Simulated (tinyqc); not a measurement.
Field emission through a triangular barrier, exact transmission by Airy functions: one step of the calculation.

The left lead has its band edge at 0; for x > 0 the edge falls without end, U(x) = U0 - F x, with mass m1. No transverse momentum; C = hbar^2/(2 m0); psi and psi'/m are continuous at x = 0. The outgoing solution is Bi(z) + i Ai(z).

Question. Scaled variables. Energy scale e = (C F^2/m1)^(1/3), z(x) = (U(x) - E)/e, s = (dz/dx)/m1 = -F/(e m1); v = k/m in a lead. vL = sqrt(mL E/C)/mL.

Inputs (values chosen for the exercise); U0 - E and the mass are of the order of those of aluminium oxide on silicon:
```
symbol,value,unit,meaning
mL,0.97,m0,mass in the left lead
U0,3.33,eV,barrier edge at x = 0
m1,0.41,m0,mass in the barrier
E,0.65,eV,electron energy
F,1.1,V/nm,field in the barrier
```

Constants: q = 1.602176634e-19 C, hbar = 1.054571817e-34 J s, m0 = 9.1093837015e-31 kg, hbar^2/(2 m0) = 0.0380998212 eV nm^2. Results are converted to the units shown.

Wanted: e; z(0); s; vL; turning point (U0 - E)/F.

Answer.

e = 0.48266 eV
z(0) = 5.5526
s = -5.5586 1/nm
vL = 4.1938 1/nm
turning point (U0 - E)/F = 2.4364 nm

Range of the model: Masses are held fixed, although real bands cease to be parabolic a few tenths of an eV from their edges. The field of 11.0 MV/cm is more than most dielectrics sustain; the model ignores breakdown.

Numbers from tinyqc (`OMP_NUM_THREADS=1 python tinyqc.py 2580032 2580033 out.jsonl`; about 0.01 s on one thread of a shared Intel Xeon 2.30GHz).
